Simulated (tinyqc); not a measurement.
MOS structure on a p-type body, non-linear Poisson equation by Newton steps: effect of the insulator thickness on threshold, swing and body effect.

One dimension, insulator interface at x = 0, acceptor density Na, uniform, net doping C = -(acceptor density). psi is counted from the intrinsic level: n = ni exp((psi - Vb)/Vt), p = ni exp(-psi/Vt); deep in the body psi_b = -Vt ln(Na/ni). The gate acts through Cox = eps0 eox/tox and has the potential psi_G = Vg - (phiM - chi - Vt ln(Nc/ni)). Boltzmann statistics, full ionisation, classical densities, no oxide or interface charge.

ni = sqrt(Nc Nv) exp(-Eg/(2 Vt)), Eg in volts. The Poisson equation d/dx(eps0 eps_r dpsi/dx) = -q (p - n + C), with eps0 eps_r dpsi/dx = -Cox (psi_G - psi_0) at x = 0, is solved on a mesh of about 600 nodes or more. N_inv is the integral of n less its value deep in the body. VT is the Vg at which N_inv = 2e11 cm^-2. m = 1/(dpsi_0/dVg) at N_inv = 1e8 cm^-2; the swing is the Vg between N_inv = 1e8 and 1e9 cm^-2; body coefficient [VT(Vb + 0.05 V) - VT(Vb)]/0.05 V - 1.

Inputs (values chosen for the exercise); band and dielectric values close to those of silicon:

| symbol | value | unit | meaning |
|---|---|---|---|
| T | 300 | K | temperature |
| Eg | 1.14 | eV | band gap |
| eps_r | 11.6 |  | relative permittivity |
| Nc | 2.76e19 | cm^-3 | conduction-band density of states at T |
| Nv | 2.69e19 | cm^-3 | valence-band density of states at T |
| chi | 4.03 | eV | electron affinity |
| Na | 4.4e17 | cm^-3 | acceptor density deep in the body |
| eox | 3.9 |  | relative permittivity of the gate insulator (close to silicon dioxide) |
| phiM | 4.61 | eV | gate work function |
| Vb | 0 | V | electron quasi-Fermi potential against the body |

Constants: q = 1.602176634e-19 C, kB = 1.380649e-23 J/K, Vt = kB T/q, eps0 = 8.8541878128e-14 F/cm where lengths are in cm. Results are converted to the units shown.

The same in every row: psi_0 - psi_b at VT (V) = 0.975.

Results:

| tox (nm) | VT (V) | m - 1 | swing (mV/decade) | body coefficient |
|---|---|---|---|---|
| 0.5 | 0.580 | 0.0319 | 62.5 | 0.0416 |
| 0.73 | 0.607 | 0.0466 | 63.4 | 0.0547 |
| 1.1 | 0.650 | 0.0702 | 64.8 | 0.0756 |
| 2.3 | 0.790 | 0.147 | 69.4 | 0.144 |
| 3.4 | 0.918 | 0.217 | 73.6 | 0.206 |
| 5 | 1.10 | 0.319 | 79.7 | 0.297 |

Estimate the missing row, tox = 1.6 nm.

Computed row:

| tox (nm) | VT (V) | m - 1 | swing (mV/decade) | body coefficient |
|---|---|---|---|---|
| 1.6 | 0.708 | 0.102 | 66.7 | 0.104 |

With this row back in the table: As tox goes from 0.5 to 5, VT rises from 0.580 to 1.10 V, the swing rises from 62.5 to 79.7 mV/decade and the body coefficient rises from 0.0416 to 0.297. The swing stays within 1.7 % of m Vt ln 10, and the body coefficient within 0.023 of m - 1.

Numbers from tinyqc (`OMP_NUM_THREADS=1 python tinyqc.py 2080066 2080067 out.jsonl`; about 0.3 s on one thread of a shared Intel Xeon 2.30GHz).
